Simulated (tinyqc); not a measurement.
Plane-wave Kohn-Sham cycle with exchange-only LDA in a layered model solid, step by step. Computed by tinyqc, a small Python program that keeps every step. Settings: points = 16, plane-wave index or count = 3, electrons = 2, k points = 4, area = 19.0, mixing = 0.1, iteration cap = 65. Command: `OMP_NUM_THREADS=1 python tinyqc.py 21232 21233 out.jsonl` (the two numbers bound the seeds that draw the settings). One thread of a shared host (Intel(R) Xeon(R) Processor @ 2.60GHz), about 0.06 s of CPU time with the checks. Later iterations appear only in the table of the cycle.

## Iteration 1: potential

A solid whose potential varies along x alone (atomic units):
```
parameter,value
period a,11.000000
cross-section of the cell,19.000000
electrons per cell,2
grid points,16
"plane waves -n..n, n",3
k points,4
V1 in V1 cos(2 pi x/a),-0.500000
```

density at the start, on the grid x_j = j a/N (e/bohr^3): 0.0095694  0.0095694  0.0095694  0.0095694  0.0095694  0.0095694  0.0095694  0.0095694  0.0095694  0.0095694  0.0095694  0.0095694  0.0095694  0.0095694  0.0095694  0.0095694

V_H(G) = 4 pi rho(G)/G^2 for G != 0 (uniform background); v_x = -(3 rho/pi)^(1/3); V = V_ext + V_H + v_x; Fourier components f(G_m) = (1/N) sum_j f(x_j) exp(-i G_m x_j).

Potentials on the grid (hartree):
```
x,V_ext,V_H,v_x,V
0.00000,-0.50000,0.00000,-0.20907,-0.70907
0.68750,-0.46194,0.00000,-0.20907,-0.67101
1.37500,-0.35355,0.00000,-0.20907,-0.56262
2.06250,-0.19134,0.00000,-0.20907,-0.40041
2.75000,0,0.00000,-0.20907,-0.20907
3.43750,0.19134,0.00000,-0.20907,-0.01773
4.12500,0.35355,0.00000,-0.20907,0.14449
4.81250,0.46194,0.00000,-0.20907,0.25287
5.50000,0.50000,0.00000,-0.20907,0.29093
6.18750,0.46194,0.00000,-0.20907,0.25287
6.87500,0.35355,0.00000,-0.20907,0.14449
7.56250,0.19134,0.00000,-0.20907,-0.01773
8.25000,0,0.00000,-0.20907,-0.20907
8.93750,-0.19134,0.00000,-0.20907,-0.40041
9.62500,-0.35355,0.00000,-0.20907,-0.56262
10.31250,-0.46194,0.00000,-0.20907,-0.67101
```

V(G_m), m = 0, 1, 2, ... (hartree): -0.20907  -0.25000  0.00000  0.00000  0.00000  0.00000  0.00000

## Iteration 1: Hamiltonian at one k

k = 0.12500 2 pi / a

H(m,m') = (k + G_m)^2/2 delta + V(G_m - G_m'), with V(-G) = V(G).

H (hartree), lower triangle:
```
,-3,-2,-1,+0,+1,+2,+3
-3,1.13934
-2,-0.25000,0.36445
-1,0.00000,-0.25000,-0.08417
+0,0.00000,0.00000,-0.25000,-0.20652
+1,0.00000,0.00000,0.00000,-0.25000,-0.00260
+2,0.00000,0.00000,0.00000,0.00000,-0.25000,0.52758
+3,0.00000,0.00000,0.00000,0.00000,0.00000,-0.25000,1.38404
```

## Iteration 1: levels at that k

Diagonalise the Hermitian matrix.

eigenvalues (hartree): -0.51798  -0.15883  0.11942  0.42883  0.57870  1.21718  1.45481

## Iteration 1: new density

Motion across x is left out: the lowest 1 band(s) hold two electrons at each of the k points (j + 1/2)/nk - 1/2. Residual R = rho(out) - rho(in); rho(new) = rho(in) + 0.1 R. rho(out) = 2/(a A nk) sum |psi|^2 with psi = sum c exp(i G x). Harris energy E = band energy - dV sum rho (V_H/2 + v_x) + (3/4) dV sum rho v_x with rho(in), dV = a A/N, band energy = (2/nk) sum of the filled levels.

rho(out) (e/bohr^3): 0.0359706  0.0301757  0.0178402  0.0075039  0.0023242  0.0005742  0.0001247  0.0000236  0.0000064  0.0000236  0.0001247  0.0005742  0.0023242  0.0075039  0.0178402  0.0301757

density after iteration 1 (e/bohr^3): 0.0122095  0.0116300  0.0103965  0.0093628  0.0088449  0.0086699  0.0086249  0.0086148  0.0086131  0.0086148  0.0086249  0.0086699  0.0088449  0.0093628  0.0103965  0.0116300

energy per cell = -0.9312742 hartree

## Iteration 2: potential

As before.

Potentials on the grid (hartree):
```
x,V_ext,V_H,v_x,V
0.00000,-0.50000,0.06758,-0.22675,-0.65918
0.68750,-0.46194,0.06004,-0.22311,-0.62501
1.37500,-0.35355,0.04059,-0.21492,-0.52788
2.06250,-0.19134,0.01612,-0.20755,-0.38277
2.75000,0,-0.00740,-0.20365,-0.21105
3.43750,0.19134,-0.02678,-0.20230,-0.03773
4.12500,0.35355,-0.04088,-0.20195,0.11073
4.81250,0.46194,-0.04938,-0.20187,0.21069
5.50000,0.50000,-0.05222,-0.20186,0.24592
6.18750,0.46194,-0.04938,-0.20187,0.21069
6.87500,0.35355,-0.04088,-0.20195,0.11073
7.56250,0.19134,-0.02678,-0.20230,-0.03773
8.25000,0,-0.00740,-0.20365,-0.21105
8.93750,-0.19134,0.01612,-0.20755,-0.38277
9.62500,-0.35355,0.04059,-0.21492,-0.52788
10.31250,-0.46194,0.06004,-0.22311,-0.62501
```

V(G_m), m = 0, 1, 2, ... (hartree): -0.20871  -0.22603  0.00110  -0.00025  -0.00006  0.00001  0.00001

## Iteration 2: Hamiltonian at one k

k = 0.12500 2 pi / a

As before.

H (hartree), lower triangle:
```
,-3,-2,-1,+0,+1,+2,+3
-3,1.13970
-2,-0.22603,0.36481
-1,0.00110,-0.22603,-0.08381
+0,-0.00025,0.00110,-0.22603,-0.20616
+1,-0.00006,-0.00025,0.00110,-0.22603,-0.00224
+2,0.00001,-0.00006,-0.00025,0.00110,-0.22603,0.52794
+3,0.00001,0.00001,-0.00006,-0.00025,0.00110,-0.22603,1.38440
```

## Iteration 2: levels at that k

As before.

eigenvalues (hartree): -0.47890  -0.14080  0.11156  0.41752  0.56879  1.20383  1.44265

## Iteration 2: new density

As before.

rho(out) (e/bohr^3): 0.0349416  0.0295844  0.0179972  0.0079544  0.0026400  0.0007046  0.0001640  0.0000341  0.0000110  0.0000341  0.0001640  0.0007046  0.0026400  0.0079544  0.0179972  0.0295844

density after iteration 2 (e/bohr^3): 0.0144827  0.0134255  0.0111565  0.0092220  0.0082244  0.0078733  0.0077788  0.0077567  0.0077529  0.0077567  0.0077788  0.0078733  0.0082244  0.0092220  0.0111565  0.0134255

energy per cell = -0.8576878 hartree

## Convergence

Stop when sqrt(dV sum R^2) is below 1e-8, dV = a A/N.

Course of the cycle:
```
iteration,E (hartree),norm of the residual
1,-0.9312742,1.77e-01
2,-0.8576878,1.55e-01
3,-0.7993377,1.35e-01
4,-0.7538106,1.18e-01
5,-0.7187573,1.01e-01
6,-0.6920967,8.72e-02
7,-0.6720602,7.47e-02
8,-0.6571807,6.37e-02
9,-0.6462625,5.41e-02
10,-0.6383461,4.59e-02
11,-0.6326737,3.88e-02
...,...,...
55,-0.6199149,3.27e-04
56,-0.6199149,2.95e-04
57,-0.6199150,2.66e-04
58,-0.6199150,2.40e-04
59,-0.6199150,2.17e-04
60,-0.6199150,1.95e-04
61,-0.6199151,1.76e-04
62,-0.6199151,1.59e-04
63,-0.6199151,1.43e-04
64,-0.6199151,1.29e-04
65,-0.6199151,1.17e-04
```

Not converged within 65 iterations: the residual falls steadily but slowly, by a factor of about 0.90 a step. Reruns (cap 100 unless said): mixing 0.5, Kerker q0 1.0: converged in 87 (E = -0.61992); mixing 0.3, Pulay depth 5: converged in 11 (E = -0.61992); the original settings with a cap of 400: converged in 157 (E = -0.61992).
